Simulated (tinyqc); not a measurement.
# Worked calculation: one-dimensional ballistic tunnel FET, two-band WKB

Computed by the program tinyqc: `OMP_NUM_THREADS=1 python tinyqc.py 2620039 2620040 out.jsonl`, one thread of a shared Intel Xeon 2.30GHz, about 0.01 s for the whole run. Printed values are rounded.

A p-type source for x < 0 with its Fermi level at 0 and its valence edge at ds; in the channel the bands fall as D exp(-x/lam) towards their flat values, with the conduction edge at Ec = ds - dP and D = dP + Eg. The gate moves dP one to one. The drain Fermi level lies at -Vd and the drain side reflects nothing. For w = E - Ec between 0 and dP an electron crosses the gap. Two-band dispersion with equal masses m: inside the gap kappa = sqrt(m u (1 - u/Eg)/C), u the distance from a band edge, C = hbar^2/(2 m0).

Inputs (values chosen for the exercise); band and dielectric values close to those of indium arsenide:
- T = 200 K (temperature)
- Eg = 0.355 eV (band gap)
- m = 0.024 m0 (band-edge mass of the two-band model)
- lam = 3 nm (screening length of the source junction)
- ds = 0.17 eV (source valence edge above the source Fermi level)
- Vd = 0.2 V (drain bias)
- g = 1 (number of degenerate subbands (spin apart))
- dP = 0.13 eV (tunnelling window Ev(source) - Ec(channel))
- w0 = 0.049 eV (energy above the channel conduction edge)
- nc = 8 (cells of the path)
- nE = 9 (points of the energy grid)

Constants: q = 1.602176634e-19 C, kB = 1.380649e-23 J/K, hbar = 1.054571817e-34 J s, h = 6.62607015e-34 J s, m0 = 9.1093837015e-31 kg, Vt = kB T/q, hbar^2/(2 m0) = 0.0380998212 eV nm^2. Results are converted to the units shown.

Range of the model: Where S is below about 2 the WKB prefactor of 1 is a rough guess.

## The path through the gap by the midpoint rule

At w = w0 the path runs from xa = lam ln(D/(w + Eg)) to xb = lam ln(D/w); u(x) = w + Eg - D exp(-x/lam) is the height above the valence edge. Cut it into nc equal cells: S = 2 (cell width) times the sum of kappa at the centres.

xa = 0.548202 nm
xb = 6.87699 nm

```
cell	x (nm)	u (eV)	kappa (1/nm)
0	0.94375	0.049905	0.164369
1	1.73485	0.131983	0.228538
2	2.52595	0.195035	0.235287
3	3.31704	0.243472	0.219506
4	4.10814	0.280682	0.192391
5	4.89924	0.309266	0.158421
6	5.69034	0.331225	0.118209
7	6.48144	0.348094	0.065311
```

S = 2.18665

## The exponent in closed form

S(w) = 2 lam int_0^Eg kappa(u) du/(w + Eg - u) = 2 pi lam sqrt(m/(C Eg)) [w + Eg/2 - sqrt(w (w + Eg))], T(w) = exp(-S). The common triangular estimate is S = (4/3) lam sqrt(m/C) Eg^1.5/(dP + Eg) for all w.

S(w0) = 2.15440
T(w0) = 0.115972
triangular S = 1.38454

The midpoint value is 1.5 % above the closed form, and the triangular estimate 36 % below it.

## Current on a coarse grid

S(w) = 2 lam int_0^Eg kappa(u) du/(w + Eg - u) = 2 pi lam sqrt(m/(C Eg)) [w + Eg/2 - sqrt(w (w + Eg))], T(w) = exp(-S). I = g (2 q^2/h) int_0^dP T(w) [f(E) - f(E + Vd)] dw, E = ds - dP + w, f(x) = 1/(1 + exp(x/Vt)). Simpson's rule on nE equally spaced points.

```
point	w (eV)	T(w)	difference of the f
0	0.000000	0.0115987	0.0894056
1	0.016250	0.0542239	0.0368348
2	0.032500	0.0858529	0.0146776
3	0.048750	0.115528	0.00576875
4	0.065000	0.143668	0.00225492
5	0.081250	0.170383	8.79525e-4
6	0.097500	0.195740	3.42768e-4
7	0.113750	0.219801	1.33539e-4
8	0.130000	0.242631	5.20190e-5
```

I = 0.00659913 uA

A converged quadrature gives 0.006850 uA; this grid is 3.7 % below that.
